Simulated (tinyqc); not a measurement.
Carrier lifetime of a p-type layer with SRH, radiative, Auger and surface recombination: one step of the calculation.

Uniform excess density dn = dp (no trapping), n = n0 + dn, p = p0 + dn, Boltzmann statistics, full ionisation. Surfaces enter as a rate 2 S dn/d, which holds while diffusion to them is fast.

Problem. New dn. With e = n p - ni^2 = dn (n0 + p0 + dn): U_SRH = e/(tp0 (n + n1) + tn0 (p + p1)), U_rad = B e, U_Aug = (Cn n + Cp p) e, U_s = 2 S dn/d. Newton step on ln U(ln dn) = ln G, U the sum: k = d ln U/d ln dn (central difference over factors 1.0001), dn(new) = dn (G/U)^(1/k).

Parameters, values chosen for the exercise; band and dielectric values close to those of In0.53Ga0.47As: radiative coefficient B = 1.02e-10 cm^3/s; Auger coefficient (two electrons) Cn = 2e-29 cm^6/s; Auger coefficient (two holes) Cp = 3.4e-30 cm^6/s; surface recombination velocity (both faces) S = 3 cm/s; sample thickness d = 40 um; generation rate G = 8.3e20 cm^-3 s^-1.

dn after iteration 1 = 2.6009919e15 cm^-3
n0 = 6.7798684e5 cm^-3
p0 = 2.7000000e15 cm^-3
n1 = 8.0685690e5 cm^-3
p1 = 2.2687598e15 cm^-3
tn0 = 0.0015873016 s
tp0 = 2.6455026e-5 s

Give: U_SRH; U_rad; U_Aug; U_s; k; dn after iteration 2.

Solution.

U_SRH = 1.1410e18 cm^-3 s^-1
U_rad = 1.4064e21 cm^-3 s^-1
U_Aug = 9.6574e17 cm^-3 s^-1
U_s = 3.9015e18 cm^-3 s^-1
k = 1.4896
dn after iteration 2 = 1.8203e15 cm^-3

Numbers from tinyqc (`OMP_NUM_THREADS=1 python tinyqc.py 2300068 2300069 out.jsonl`; about 0.01 s on one thread of a shared Intel Xeon 2.30GHz).
